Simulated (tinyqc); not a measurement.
Inside a calculation. Model: current crowding under a contact, resistor ladder against the transmission-line model.

Numbers from tinyqc (`OMP_NUM_THREADS=1 python tinyqc.py 2760157 2760158 out.jsonl`; about 0.01 s on one thread of a shared Intel Xeon 2.30GHz). Printed values are rounded.

A metal contact of length d and width W on a thin layer of the same width. The metal has no resistance, the sheet resistance under it equals Rsh, and current enters the layer at the front edge x = 0.

Values chosen for this exercise: sheet resistance of the semiconductor layer Rsh = 42 ohm/sq; specific contact resistivity rc = 9e-9 ohm cm^2; contact length d = 0.32 um; contact width W = 1.6 um; cells n = 6; current I = 1 mA.

## Conductances of the ladder

Cut the contact into n cells of length hc = d/n. Neighbouring cell centres are joined by a = W/(Rsh hc), each centre joins the metal (0 V) by g = W hc/rc, and I enters cell 1 through half a cell: -a v_(i-1) + b_i v_i - a v_(i+1) = I for i = 1 and 0 otherwise, b_i = g + 2 a (g + a at both ends). Rc = v_1/I + 1/(2 a).

a = 0.714286 S
g = 0.0948148 S
b_i, cell 1 to 6 (S): 0.809101  1.52339  1.52339  1.52339  1.52339  0.809101

## Voltages and the share of the current

Cut the contact into n cells of length hc = d/n. Neighbouring cell centres are joined by a = W/(Rsh hc), each centre joins the metal (0 V) by g = W hc/rc, and I enters cell 1 through half a cell: -a v_(i-1) + b_i v_i - a v_(i+1) = I for i = 1 and 0 otherwise, b_i = g + 2 a (g + a at both ends). Rc = v_1/I + 1/(2 a). Cell i passes g v_i to the metal.

```
cell	v_i (mV)	share of the current (%)
1	3.30817	31.3664
2	2.34730	22.2559
3	1.69801	16.0997
4	1.27412	12.0806
5	1.01936	9.6650
6	0.89990	8.5324
```

Rc of the ladder = 4.00817 ohm

The first cell passes 31.4 % of the current and the last 8.53 %; an even spread would give 16.7 % each.

## The transmission-line result

Transfer length Lt = sqrt(rc/Rsh); front resistance Rc = (Rsh Lt/W) coth(d/Lt); end resistance Re = (Rsh Lt/W)/sinh(d/Lt). v(x) = I (Rsh Lt/W) cosh((d - x)/Lt)/sinh(d/Lt) at the cell centres x = (i - 1/2) d/n.

Lt = 0.146385 um
Rc = 3.94088 ohm
Re = 0.874579 ohm
v(x), cell 1 to 6 (mV): 3.30257  2.33807  1.68738  1.26315  1.00847  0.88913

The ladder's Rc is 1.7 % above this value, with cells 0.36 Lt long.
